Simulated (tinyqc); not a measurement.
Inside a calculation (part 3 of 3). Method: UHF in the 3-21g basis, for H3, spin multiplicity 2. Computed by tinyqc, a small Python program that keeps every step (integrals from PySCF). Command: `OMP_NUM_THREADS=1 python tinyqc.py 24942 24943 out.jsonl` (the two numbers bound the seeds that draw the settings). One thread of a shared host (Intel(R) Xeon(R) Processor @ 2.60GHz), about 0.1 s of CPU time with the checks.

Geometry (angstrom):

| atom | x | y | z |
|---|---|---|---|
| H | 0.000000 | 0.000000 | 0.000000 |
| H | 0.000000 | 0.000000 | 0.864000 |
| H | 0.000000 | 0.748000 | 0.432000 |

## Iteration 4: diagonalisation and new density

extrapolated F(alpha) (hartree):
```
           1H 1s      1H 2s      2H 1s      2H 2s      3H 1s      3H 2s
1H 1s  -0.106517  -0.646094  -0.455070  -0.514850  -0.521763  -0.558891
1H 2s  -0.646094  -0.531923  -0.514850  -0.505692  -0.531977  -0.526520
2H 1s  -0.455070  -0.514850  -0.106517  -0.646094  -0.521763  -0.558891
2H 2s  -0.514850  -0.505692  -0.646094  -0.531923  -0.531977  -0.526520
3H 1s  -0.521763  -0.531977  -0.521763  -0.531977   0.048647  -0.539577
3H 2s  -0.558891  -0.526520  -0.558891  -0.526520  -0.539577  -0.472638
```

extrapolated F(beta) (hartree):
```
           1H 1s      1H 2s      2H 1s      2H 2s      3H 1s      3H 2s
1H 1s   0.148357  -0.469795  -0.477268  -0.477980  -0.517393  -0.492415
1H 2s  -0.469795  -0.374278  -0.477980  -0.434021  -0.544951  -0.461307
2H 1s  -0.477268  -0.477980   0.148357  -0.469795  -0.517393  -0.492415
2H 2s  -0.477980  -0.434021  -0.469795  -0.374278  -0.544951  -0.461307
3H 1s  -0.517393  -0.544951  -0.517393  -0.544951  -0.048096  -0.585757
3H 2s  -0.492415  -0.461307  -0.492415  -0.461307  -0.585757  -0.450126
```

X:
```
           1H 1s      1H 2s      2H 1s      2H 2s      3H 1s      3H 2s
1H 1s   1.254577  -0.491774  -0.071596   0.031521  -0.071717   0.031540
1H 2s  -0.491774   1.955669   0.031521  -0.560455   0.031555  -0.560803
2H 1s  -0.071596   0.031521   1.254577  -0.491774  -0.071717   0.031540
2H 2s   0.031521  -0.560455  -0.491774   1.955669   0.031555  -0.560803
3H 1s  -0.071717   0.031555  -0.071717   0.031555   1.254599  -0.491783
3H 2s   0.031540  -0.560803   0.031540  -0.560803  -0.491783   1.955962
```

Diagonalise F' = X^T F X, C = X C', fill 2 alpha and 1 beta electrons from the bottom; D(s) = C_occ C_occ^T. Each column has its largest component positive (the first on a tie).

F' = X^T F X (alpha) (hartree):
```
           1          2          3          4          5          6
1   0.552454  -0.705527  -0.235537  -0.024298  -0.319081  -0.104099
2  -0.705527   0.187838  -0.024298  -0.087158  -0.091769  -0.175582
3  -0.235537  -0.024298   0.552454  -0.705527  -0.319081  -0.104099
4  -0.024298  -0.087158  -0.705527   0.187838  -0.091769  -0.175582
5  -0.319081  -0.091769  -0.319081  -0.091769   0.688136  -0.580689
6  -0.104099  -0.175582  -0.104099  -0.175582  -0.580689   0.287736
```

orbital energies (alpha) (hartree): MO1 -0.841242, MO2 -0.196424, MO3 0.159951, MO4 0.783809, MO5 1.259411, MO6 1.290952

coefficients C (alpha):
```
            MO1        MO2        MO3        MO4        MO5        MO6
1H 1s  0.272278   0.229348  -0.090747   0.626302  -0.981675   0.580648
1H 2s  0.195749   1.252458  -0.761298  -0.504657   1.316704  -0.722602
2H 1s  0.272278  -0.229348  -0.090747   0.626302   0.981675   0.580648
2H 2s  0.195749  -1.252458  -0.761298  -0.504657  -1.316704  -0.722602
3H 1s  0.240474   0.000000   0.195647   0.655009   0.000000  -1.141492
3H 2s  0.145948   0.000000   1.550242  -0.523466   0.000000   1.414235
```

F' = X^T F X (beta) (hartree):
```
           1          2          3          4          5          6
1   0.783348  -0.570677  -0.321959  -0.087400  -0.332261  -0.089179
2  -0.570677   0.364903  -0.087400  -0.163087  -0.114772  -0.165614
3  -0.321959  -0.087400   0.783348  -0.570677  -0.332261  -0.089179
4  -0.087400  -0.163087  -0.570677   0.364903  -0.114772  -0.165614
5  -0.332261  -0.114772  -0.332261  -0.114772   0.600913  -0.616119
6  -0.089179  -0.165614  -0.089179  -0.165614  -0.616119   0.284613
```

orbital energies (beta) (hartree): MO1 -0.752716, MO2 0.186209, MO3 0.253727, MO4 0.814225, MO5 1.301013, MO6 1.379570

coefficients C (beta):
```
            MO1        MO2        MO3        MO4        MO5        MO6
1H 1s  0.240387  -0.116665   0.141025   0.585093   0.630909  -0.998198
1H 2s  0.130416  -0.784710   1.364726  -0.454796  -0.745055   1.199951
2H 1s  0.240387  -0.116665  -0.141025   0.585093   0.630909   0.998198
2H 2s  0.130416  -0.784710  -1.364726  -0.454796  -0.745055  -1.199951
3H 1s  0.319168   0.165002   0.000000   0.721934  -1.085294   0.000000
3H 2s  0.260467   1.524500   0.000000  -0.625008   1.384214   0.000000
```

D(alpha) after iteration 4:
```
           1H 1s      1H 2s      2H 1s      2H 2s     3H 1s     3H 2s
1H 1s   0.126736   0.340546   0.021535  -0.233950  0.065476  0.039738
1H 2s   0.340546   1.606968  -0.233950  -1.530333  0.047073  0.028569
2H 1s   0.021535  -0.233950   0.126736   0.340546  0.065476  0.039738
2H 2s  -0.233950  -1.530333   0.340546   1.606968  0.047073  0.028569
3H 1s   0.065476   0.047073   0.065476   0.047073  0.057828  0.035097
3H 2s   0.039738   0.028569   0.039738   0.028569  0.035097  0.021301
```

D(beta) after iteration 4:
```
          1H 1s     1H 2s     2H 1s     2H 2s     3H 1s     3H 2s
1H 1s  0.057786  0.031350  0.057786  0.031350  0.076724  0.062613
1H 2s  0.031350  0.017008  0.031350  0.017008  0.041625  0.033969
2H 1s  0.057786  0.031350  0.057786  0.031350  0.076724  0.062613
2H 2s  0.031350  0.017008  0.031350  0.017008  0.041625  0.033969
3H 1s  0.076724  0.041625  0.076724  0.041625  0.101868  0.083133
3H 2s  0.062613  0.033969  0.062613  0.033969  0.083133  0.067843
```

## Iteration 9 (converged): orbitals

converged F(alpha) (hartree):
```
           1H 1s      1H 2s      2H 1s      2H 2s      3H 1s      3H 2s
1H 1s  -0.105662  -0.645604  -0.454536  -0.514364  -0.521962  -0.558822
1H 2s  -0.645604  -0.531654  -0.514364  -0.505397  -0.532409  -0.526688
2H 1s  -0.454536  -0.514364  -0.105662  -0.645604  -0.521962  -0.558822
2H 2s  -0.514364  -0.505397  -0.645604  -0.531654  -0.532409  -0.526688
3H 1s  -0.521962  -0.532409  -0.521962  -0.532409   0.047735  -0.540412
3H 2s  -0.558822  -0.526688  -0.558822  -0.526688  -0.540412  -0.473249
```

converged F(beta) (hartree):
```
           1H 1s      1H 2s      2H 1s      2H 2s      3H 1s      3H 2s
1H 1s   0.147521  -0.470272  -0.477820  -0.478402  -0.517491  -0.492620
1H 2s  -0.470272  -0.374438  -0.478402  -0.434174  -0.544680  -0.461109
2H 1s  -0.477820  -0.478402   0.147521  -0.470272  -0.517491  -0.492620
2H 2s  -0.478402  -0.434174  -0.470272  -0.374438  -0.544680  -0.461109
3H 1s  -0.517491  -0.544680  -0.517491  -0.544680  -0.047076  -0.585078
3H 2s  -0.492620  -0.461109  -0.492620  -0.461109  -0.585078  -0.449489
```

As before.

F' = X^T F X (alpha) (hartree):
```
           1          2          3          4          5          6
1   0.553245  -0.705349  -0.235299  -0.023945  -0.319234  -0.104202
2  -0.705349   0.187967  -0.023945  -0.086942  -0.091913  -0.175708
3  -0.235299  -0.023945   0.553245  -0.705349  -0.319234  -0.104202
4  -0.023945  -0.086942  -0.705349   0.187967  -0.091913  -0.175708
5  -0.319234  -0.091913  -0.319234  -0.091913   0.687612  -0.581277
6  -0.104202  -0.175708  -0.104202  -0.175708  -0.581277   0.287360
```

orbital energies (alpha) (hartree): MO1 -0.841052, MO2 -0.196468, MO3 0.159914, MO4 0.783942, MO5 1.259920, MO6 1.291138

coefficients C (alpha):
```
            MO1        MO2        MO3        MO4        MO5        MO6
1H 1s  0.271971   0.229187  -0.090842   0.626282  -0.981713   0.580799
1H 2s  0.195151   1.252673  -0.761678  -0.504309   1.316499  -0.722607
2H 1s  0.271971  -0.229187  -0.090842   0.626282   0.981713   0.580799
2H 2s  0.195151  -1.252673  -0.761678  -0.504309  -1.316499  -0.722607
3H 1s  0.240892   0.000000   0.195560   0.655128   0.000000  -1.141350
3H 2s  0.147348   0.000000   1.549953  -0.524106   0.000000   1.414169
```

F' = X^T F X (beta) (hartree):
```
           1          2          3          4          5          6
1   0.782639  -0.570860  -0.322245  -0.087586  -0.332393  -0.089252
2  -0.570860   0.364830  -0.087586  -0.163183  -0.114672  -0.165470
3  -0.322245  -0.087586   0.782639  -0.570860  -0.332393  -0.089252
4  -0.087586  -0.163183  -0.570860   0.364830  -0.114672  -0.165470
5  -0.332393  -0.114672  -0.332393  -0.114672   0.601865  -0.615797
6  -0.089252  -0.165470  -0.089252  -0.165470  -0.615797   0.285245
```

orbital energies (beta) (hartree): MO1 -0.752750, MO2 0.186376, MO3 0.253644, MO4 0.814272, MO5 1.301253, MO6 1.379253

coefficients C (beta):
```
            MO1        MO2        MO3        MO4        MO5        MO6
1H 1s  0.240816  -0.116437   0.141193   0.585509   0.630402  -0.998174
1H 2s  0.130855  -0.784601   1.364524  -0.455467  -0.744683   1.200180
2H 1s  0.240816  -0.116437  -0.141193   0.585509   0.630402   0.998174
2H 2s  0.130855  -0.784601  -1.364524  -0.455467  -0.744683  -1.200180
3H 1s  0.318849   0.165156   0.000000   0.721051  -1.085952   0.000000
3H 2s  0.259261   1.524921   0.000000  -0.623866   1.384492   0.000000
```

D(alpha) after iteration 9:
```
           1H 1s      1H 2s      2H 1s      2H 2s     3H 1s     3H 2s
1H 1s   0.126495   0.340172   0.021441  -0.234022  0.065515  0.040074
1H 2s   0.340172   1.607272  -0.234022  -1.531105  0.047010  0.028755
2H 1s   0.021441  -0.234022   0.126495   0.340172  0.065515  0.040074
2H 2s  -0.234022  -1.531105   0.340172   1.607272  0.047010  0.028755
3H 1s   0.065515   0.047010   0.065515   0.047010  0.058029  0.035495
3H 2s   0.040074   0.028755   0.040074   0.028755  0.035495  0.021711
```

D(beta) after iteration 9:
```
          1H 1s     1H 2s     2H 1s     2H 2s     3H 1s     3H 2s
1H 1s  0.057992  0.031512  0.057992  0.031512  0.076784  0.062434
1H 2s  0.031512  0.017123  0.031512  0.017123  0.041723  0.033925
2H 1s  0.057992  0.031512  0.057992  0.031512  0.076784  0.062434
2H 2s  0.031512  0.017123  0.031512  0.017123  0.041723  0.033925
3H 1s  0.076784  0.041723  0.076784  0.041723  0.101665  0.082665
3H 2s  0.062434  0.033925  0.062434  0.033925  0.082665  0.067216
```

## Convergence

Stop when the energy changes by less than 1e-08 hartree and every element of the error matrix X^T (F D S - S D F) X (for each spin) is below 3e-05.

Course of the cycle:

| iteration | E (hartree) | change | largest element of the error matrix |
|---|---|---|---|
| 1 | -1.06456394 | - | 3.12e-01 |
| 2 | -1.42025431 | -3.56e-01 | 9.49e-02 |
| 3 | -1.45464484 | -3.44e-02 | 1.10e-02 |
| 4 | -1.45520664 | -5.62e-04 | 1.76e-03 |
| 5 | -1.45523072 | -2.41e-05 | 1.99e-04 |
| 6 | -1.45523134 | -6.21e-07 | 1.06e-04 |
| 7 | -1.45523161 | -2.74e-07 | 4.34e-05 |
| 8 | -1.45523164 | -3.31e-08 | 8.35e-06 |
| 9 | -1.45523164 | -3.29e-10 | 2.43e-06 |

PySCF UHF in the same basis, after a stability check = -1.45523164 hartree

Converged in 9 iterations.

## Populations, bond orders and dipole

overlap S:
```
          1H 1s     1H 2s     2H 1s     2H 2s     3H 1s     3H 2s
1H 1s  1.000000  0.645899  0.296010  0.431586  0.296180  0.431671
1H 2s  0.645899  1.000000  0.431586  0.783350  0.431671  0.783445
2H 1s  0.296010  0.431586  1.000000  0.645899  0.296180  0.431671
2H 2s  0.431586  0.783350  0.645899  1.000000  0.431671  0.783445
3H 1s  0.296180  0.431671  0.296180  0.431671  1.000000  0.645899
3H 2s  0.431671  0.783445  0.431671  0.783445  0.645899  1.000000
```

Mulliken: Z minus the diagonal of D S on the atom; Loewdin: the same with S^(1/2) D S^(1/2); Mayer order: 2 sum_s sum (D(s) S)_ij (D(s) S)_ji over the two atoms.

Charges (e):

| atom | Mulliken | Loewdin | Mulliken spin |
|---|---|---|---|
| 1H | -0.125564 | -0.139358 | 0.589795 |
| 2H | -0.125564 | -0.139358 | 0.589795 |
| 3H | 0.251128 | 0.278716 | -0.179591 |

Mayer bond orders:

| pair | order |
|---|---|
| 2-1 | 0.010921 |
| 3-1 | 0.452341 |
| 3-2 | 0.452341 |

dipole moment about the origin, x y z (debye): 0.000000  0.930053  0.000000

<S^2> of the determinant (pure state: 0.75) = 0.765603
